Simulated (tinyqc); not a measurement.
Tight binding, kagome lattice, step by step. One step of it, computed by the program tinyqc.

Task: Bloch Hamiltonian at k. H_AB = -t1 - t2 exp(-i k.a1), H_AC = -t1 - t2 exp(-i k.a2), H_BC = -t1 - t2 exp(i k.(a1 - a2)), H_CC = delta.

Parameters chosen for this model:
```
parameter     value                unit
t1         1.230000    eV, up triangles
t2         1.230000  eV, down triangles
delta      0.540000        eV on site C
```

k point k (fractions of the reciprocal vectors): [0.170000, -0.110000]

Give: H(k) at k.

Result:

H(k) at k (eV), order A, B, C:
$$\begin{pmatrix}
0.0000 & -1.8226+1.0779i & -2.1777-0.7840i \\
-1.8226-1.0779i & 0.0000 & -0.9995-1.2082i \\
-2.1777+0.7840i & -0.9995+1.2082i & 0.5400
\end{pmatrix}$$
